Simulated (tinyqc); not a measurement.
Worked calculation: Hubbard chain of 3 sites. Computed by tinyqc, a small Python program that keeps every step. Settings: hopping = 1.7, U = 1.1, mixing = 0.2, iteration cap = 83. Command: `OMP_NUM_THREADS=1 python tinyqc.py 21863 21864 out.jsonl` (the two numbers bound the seeds that draw the settings). One thread of a shared host (Intel(R) Xeon(R) Processor @ 2.60GHz), about 0.3 s of CPU time with the checks. Later iterations appear only in the table of the cycle.

## Mean-field iteration 1

one-body matrix (hopping and site energies) (eV):
```
,1,2,3
1,-0.280000,-1.700000,0.000000
2,-1.700000,0.760000,-1.700000
3,0.000000,-1.700000,0.940000
```

U = 1.100000 eV

electrons, up and down: 2  2

mixing = 0.200000

n(up) at the start (a guess, not normalised): 1 0.717000, 2 0.617000, 3 0.717000

n(down) at the start (a guess): 1 0.617000, 2 0.717000, 3 0.617000

H(up) = T + U n(down), H(down) = T + U n(up); fill the lowest levels; n(new) = n + mixing (n(out) - n); E = tr T (rho up + rho down) + U sum n_up n_down of the output.

levels, up (eV): -1.234184  1.041274  3.759011

levels, down (eV): -1.217032  1.138036  3.755096

energy = -1.657731 eV

n(up) after iteration 1: 1 0.746471, 2 0.587601, 3 0.706728

n(down) after iteration 1: 1 0.665874, 2 0.672489, 3 0.622438

## Mean-field iteration 2

As before.

levels, up (eV): -1.230150  1.064395  3.742635

levels, down (eV): -1.219341  1.144896  3.739325

energy = -1.661179 eV

n(up) after iteration 2: 1 0.769240, 2 0.565437, 3 0.697964

n(down) after iteration 2: 1 0.704295, 2 0.637461, 3 0.626884

## Convergence

Each step fills the lowest levels of T + U n(other spin) and sets n(new) = n + mixing (n(out) - n); stop when output and input agree to 1e-8.

Course of the cycle:
```
iteration,E (eV),largest |n(out) - n(in)|,mean |n_up - n_down|
1,-1.65773119,2.44e-01,0.016291
2,-1.66117859,1.92e-01,0.013715
3,-1.66332419,1.51e-01,0.011548
4,-1.66465804,1.19e-01,0.009724
5,-1.66548696,9.31e-02,0.008191
6,-1.66600234,7.31e-02,0.006902
7,-1.66632321,5.73e-02,0.005818
8,-1.66652342,4.50e-02,0.004906
9,-1.66664872,3.53e-02,0.004138
10,-1.66672744,2.77e-02,0.003491
11,-1.66677712,2.17e-02,0.002947
...,...,...,...
73,-1.66686645,3.39e-07,1.65e-07
74,-1.66686645,2.90e-07,1.41e-07
75,-1.66686645,2.47e-07,1.20e-07
76,-1.66686645,2.11e-07,1.03e-07
77,-1.66686645,1.80e-07,8.75e-08
78,-1.66686645,1.54e-07,7.47e-08
79,-1.66686645,1.31e-07,6.38e-08
80,-1.66686645,1.12e-07,5.44e-08
81,-1.66686645,9.55e-08,4.64e-08
82,-1.66686645,8.15e-08,3.96e-08
83,-1.66686645,6.96e-08,3.38e-08
```

Not converged within 83 iterations: the residual falls steadily but slowly, by a factor of about 0.85 a step. The lowest mean-field energy found from random starts is -1.66687 eV. Reruns (cap 100 unless said): mixing 0.5: converged in 34 (E = -1.66687); mixing 0.9: converged in 15 (E = -1.66687); the original settings with a cap of 400: converged in 96 (E = -1.66687).

## The many-body Hamiltonian

Basis: all placements (u, d, 2, 0 on each site), up operators ordered before down ones; hops carry the sign of the same-spin electrons passed.

H (eV):
```
,220,2ud,u2d,2du,202,ud2,d2u,du2,022
220,3.160000,-1.700000,0.000000,-1.700000,0.000000,0.000000,0.000000,0.000000,0.000000
2ud,-1.700000,2.240000,-1.700000,0.000000,-1.700000,0.000000,0.000000,0.000000,0.000000
u2d,0.000000,-1.700000,3.280000,0.000000,0.000000,-1.700000,0.000000,0.000000,0.000000
2du,-1.700000,0.000000,0.000000,2.240000,-1.700000,0.000000,-1.700000,0.000000,0.000000
202,0.000000,-1.700000,0.000000,-1.700000,3.520000,-1.700000,0.000000,-1.700000,0.000000
ud2,0.000000,0.000000,-1.700000,0.000000,-1.700000,3.460000,0.000000,0.000000,-1.700000
d2u,0.000000,0.000000,0.000000,-1.700000,0.000000,0.000000,3.280000,-1.700000,0.000000
du2,0.000000,0.000000,0.000000,0.000000,-1.700000,0.000000,-1.700000,3.460000,-1.700000
022,0.000000,0.000000,0.000000,0.000000,0.000000,-1.700000,0.000000,-1.700000,5.600000
```

## Exact diagonalisation (9 states)

Lowest levels of the sector, and the double occupancy of the lowest state.

lowest levels (eV): -1.699743  0.561355  1.070892  2.875964  3.356104  3.974395

double occupancy per site = 0.444285

## The lowest level by Lanczos steps

From a random start vector (not printed): a_j = <q_j|H|q_j>, b_j = norm of the remainder after orthogonalising; the Ritz value is the lowest eigenvalue of the tridiagonal matrix of a and b so far.

Lanczos:
```
j,a_j (eV),b_j (eV),lowest Ritz value (eV)
1,3.242194,2.597381,3.24219424
2,4.033265,3.373670,1.01040473
3,3.264593,2.529734,-0.63064687
4,2.031851,2.271267,-1.42419942
5,3.568036,0.965097,-1.68768791
6,3.404551,1.451292,-1.69855162
7,3.337579,1.996994,-1.69955889
8,3.992730,0.661298,-1.69973930
9,3.365202,0,-1.69974258
```
